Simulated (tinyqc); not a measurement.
Worked calculation: Slater-Koster d bands of a bcc metal. Values are carried at full precision from step to step, so a last printed digit may differ when a step is redone from the rounded ones.

Slater-Koster d bands. For a bond with direction cosines (l, m, n) the 5 x 5 block is dds Ps + ddp Pp + ddd (1 - Ps - Pp), the projectors on sigma, pi and delta states about the bond; for instance <xy|xy> = 3 l^2 m^2 dds + (l^2 + m^2 - 4 l^2 m^2) ddp + (n^2 + l^2 m^2) ddd, <xy|yz> = 3 l m^2 n dds + l n (1 - 4 m^2) ddp + l n (m^2 - 1) ddd and <3z2-r2|3z2-r2> = (n^2 - (l^2 + m^2)/2)^2 dds + 3 n^2 (l^2 + m^2) ddp + (3/4)(l^2 + m^2)^2 ddd. H(k) sums the blocks times cos(k.R) over the neighbours; the d level is the zero of energy; k in 2 pi/a.

Inputs chosen for the exercise (of the size met in Nb; shifted at random, so the results belong to these values and not to a real crystal): dds = -1.294 eV (dd sigma); ddp = 0.763 eV (dd pi); ddd = -0.039 eV (dd delta); f2 = 0.56 (factor on all three integrals for second neighbours); k = (0.62, 0.44, 0) 2 pi/a (wave vector); Nd = 4 (d electrons per atom).

## The block of one bond

Direction (1,1,1)/sqrt3; its eigenvalues must be dds once, ddp twice and ddd twice.

block (eV):
```
             xy       yz       zx    x2-y2   3z2-r2
xy      -0.2791  -0.5074  -0.5074        0  -0.3087
yz      -0.5074  -0.2791  -0.5074  -0.2673   0.1543
zx      -0.5074  -0.5074  -0.2791   0.2673   0.1543
x2-y2         0  -0.2673   0.2673   0.4957        0
3z2-r2  -0.3087   0.1543   0.1543        0   0.4957
```

## Levels at Gamma

Neighbours: eight at (a/2)(1,1,1) and equivalents, and six at a(1,0,0) and equivalents with the integrals times f2.

Summing the blocks at k = 0 gives E(t2g) = (8/3) dds + (16/9) ddp + (32/9) ddd + f2 (4 ddp + 2 ddd), E(eg) = (16/3) ddp + (8/3) ddd + f2 (3 dds + 3 ddd).

levels (eV): t2g (threefold) -0.5674, eg (twofold) 1.7259

The t2g level lies lower, by 2.2933 eV.

## The Hamiltonian at one k

Sum over the neighbours.

H(k) (eV):
```
             xy      yz      zx   x2-y2   3z2-r2
xy      -1.3072       0       0       0   2.2554
yz            0  0.2459  3.7076       0        0
zx            0  3.7076  0.4262       0        0
x2-y2         0       0       0  1.5039   0.1222
3z2-r2   2.2554       0       0  0.1222  -1.0675
```

## Levels and character

Diagonalise H; t2g is xy, yz, zx and eg the other two.

levels (eV): -3.4474  -3.3727  1.0539  1.5227  4.0448

weights:
```
     band 1  band 2  band 3  band 4  band 5
t2g   0.526   1.000   0.459   0.015   1.000
eg    0.474   0.000   0.541   0.985   0.000
```

## Levels at points of symmetry

Coordinates: G (0, 0, 0), H (1, 0, 0), N (0.5, 0.5, 0), P (0.5, 0.5, 0.5); the others lie half way.

Levels (eV):

| k | band 1 | band 2 | band 3 | band 4 | band 5 |
|---|---|---|---|---|---|
| G | -0.567 | -0.567 | -0.567 | 1.726 | 1.726 |
| G-H 0.5 | -2.152 | -0.044 | -0.044 | 0.659 | 1.753 |
| H | -6.205 | -6.205 | 3.898 | 3.898 | 3.898 |
| N | -4.016 | -3.735 | 1.323 | 2.152 | 4.103 |
| P | -1.665 | -1.665 | -1.665 | 2.239 | 2.239 |
| P-G 0.5 | -2.517 | -2.517 | 1.694 | 1.694 | 2.081 |
| G-N 0.5 | -2.292 | -1.811 | 1.184 | 1.768 | 1.939 |

On these points the bands run from -6.205 (H) to 4.103 eV (N).

## Second moment and the rectangular band

mu2 = z (dds^2 + 2 ddp^2 + 2 ddd^2)/5 per orbital, with z = 8 + 6 f2^2. A rectangular band with the same mu2 has width W = sqrt(12 mu2), Fermi level W (Nd/10 - 1/2) and bond energy -W Nd (10 - Nd)/20 (Friedel).

mu2 = 5.6163 eV^2
W = 8.2095 eV
Fermi level = -0.8210 eV
bond energy per atom = -9.8514 eV

The bond energy is the attractive part alone; the repulsion between atoms, left out, cancels a large share of it in the cohesive energy.

## Checks

- Levels at Gamma from the formulas against H(0): they agree to 1e-10 or better.
- Second moment from the formula against the mean square level on the mesh: both 5.61634.

Run: tinyqc, `OMP_NUM_THREADS=1 python tinyqc.py 1481605 1481606 out.jsonl`; Intel(R) Xeon(R) Processor @ 2.30GHz, one thread, shared host; about 0.04 s of CPU time with all checks.
